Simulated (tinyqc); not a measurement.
Isotype n-N heterojunction, non-linear Poisson equation by Newton steps, Boltzmann statistics: two steps of the calculation.

One dimension, material 1 (n-type) at x < 0 and material 2 (n-type) at x > 0. Band edges: Ec = -psi in material 1 and -psi + dEc in material 2, Ev = Ec - Eg. Equilibrium, Fermi level at 0. n = Nc F((EFn - Ec)/Vt), p = Nv F((Ev - EFp)/Vt), with F(eta) = exp(eta) (Boltzmann statistics); full ionisation, no interface charge, classical densities; the doping types are chosen for the exercise.

Values chosen for this exercise; band and dielectric values close to those of CdS and CdTe:

| symbol | value | unit | meaning |
|---|---|---|---|
| T | 250 | K | temperature |
| Eg1 | 2.38 | eV | band gap of material 1 |
| Nc1 | 1.68e18 | cm^-3 | conduction-band density of states of material 1 |
| Nv1 | 1.39e19 | cm^-3 | valence-band density of states of material 1 |
| Eg2 | 1.53 | eV | band gap of material 2 |
| Nc2 | 6.06e17 | cm^-3 | conduction-band density of states of material 2 |
| Nv2 | 1.36e19 | cm^-3 | valence-band density of states of material 2 |
| dEc | 0.12 | eV | conduction-band offset Ec2 - Ec1 |
| N1 | 5.1e16 | cm^-3 | donor density of material 1 |
| N2 | 8e15 | cm^-3 | donor density of material 2 |
| V | 0 | V | bias of side 1 against side 2 |

Constants: q = 1.602176634e-19 C, kB = 1.380649e-23 J/K, Vt = kB T/q. Results are converted to the units shown.

Task 1. Offsets and end potentials. dEv = Ev1 - Ev2 = Eg2 - Eg1 - dEc. Neutrality of the majority carriers far from the junction: Nc1 F(psi_L/Vt) = N1 and Nc2 F((V + psi_R - dEc)/Vt) = N2. Total bending psi_R - psi_L.

Find: dEv; psi_L; psi_R; psi_R - psi_L.

Result 1.

dEv = -0.97000 eV
psi_L = -0.075288 V
psi_R = 0.026773 V
psi_R - psi_L = 0.10206 V

The alignment is staggered (type II): dEc and dEv have opposite signs.

Task 2. Densities, residual and Jacobian diagonal. n_i = Nc F(a_n), a_n = (V - Ec_i)/Vt; p_i = Nv F(a_p), a_p = (Ec_i - Eg)/Vt; rho_i = p_i - n_i + C_i with C = +N1 or +N2; g_i = (n_i + p_i)/Vt. Box widths w_i = (h_(i-1) + h_i)/2 in cm. Residual F_i = a_i (psi_(i+1) - psi_i) - a_(i-1) (psi_i - psi_(i-1)) + q rho_i w_i; Jacobian: a_(i-1) and a_i beside the diagonal, b_i = -a_(i-1) - a_i - q g_i w_i on it. The two end nodes are fixed.

| node | x (nm) | psi after iteration 1 (V) | material |
|---|---|---|---|
| 0 | -130 | -0.075287991 | 1 |
| 1 | -99.3 | -0.075088470 | 1 |
| 2 | -73.8 | -0.074369022 | 1 |
| 3 | -52.2 | -0.072188114 | 1 |
| 4 | -33.9 | -0.067264646 | 1 |
| 5 | -18.5 | -0.058972748 | 1 |
| 6 | -5.5 | -0.047912455 | 1 |
| 7 | 5.5 | -0.033408668 | 2 |
| 8 | 29.3 | -0.009673480 | 2 |
| 9 | 80.8 | 0.017426637 | 2 |
| 10 | 192 | 0.026126780 | 2 |
| 11 | 433 | 0.026772552 | 2 |

| interval | coupling a_i (F/cm^2) |
|---|---|
| 0 | 2.5755015e-7 |
| 1 | 3.1007018e-7 |
| 2 | 3.6605508e-7 |
| 3 | 4.3206501e-7 |
| 4 | 5.1342790e-7 |
| 5 | 6.0821459e-7 |
| 6 | 7.6299218e-7 |
| 7 | 3.7574494e-7 |
| 8 | 1.7364524e-7 |
| 9 | 8.0420231e-8 |
| 10 | 3.7106762e-8 |

psi_L = -0.075287991 V
psi_R = 0.026772552 V

Wanted: n; p; residual F; diagonal b.

Result 2.

| node | n (cm^-3) | p (cm^-3) |
|---|---|---|
| 0 | 5.1000e16 | 4.8091e-28 |
| 1 | 5.1475e16 | 4.7648e-28 |
| 2 | 5.3223e16 | 4.6083e-28 |
| 3 | 5.8893e16 | 4.1646e-28 |
| 4 | 7.4014e16 | 3.3138e-28 |
| 5 | 1.0876e17 | 2.2551e-28 |
| 6 | 1.8173e17 | 1.3496e-28 |
| 7 | 4.8965e14 | 2.4137e-9 |
| 8 | 1.4736e15 | 8.0204e-10 |
| 9 | 5.1842e15 | 2.2797e-10 |
| 10 | 7.7638e15 | 1.5223e-10 |
| 11 | 8.0000e15 | 1.4773e-10 |

| node | residual F (1e-8 C/cm^2) | diagonal b (F/cm^2) |
|---|---|---|
| 1 | -0.0042 | -1.6433e-6 |
| 2 | -0.0263 | -1.6083e-6 |
| 3 | -0.1194 | -1.6719e-6 |
| 4 | -0.4083 | -1.8730e-6 |
| 5 | -1.0671 | -2.2702e-6 |
| 6 | -2.0796 | -2.9931e-6 |
| 7 | -0.0054 | -1.1451e-6 |
| 8 | -0.0276 | -5.9065e-7 |
| 9 | -0.0336 | -5.6771e-7 |
| 10 | -0.0009 | -1.1343e-6 |

Computed by the program tinyqc: `OMP_NUM_THREADS=1 python tinyqc.py 2040046 2040047 out.jsonl`, one thread of a shared Intel Xeon 2.30GHz, about 0.01 s for the whole run.
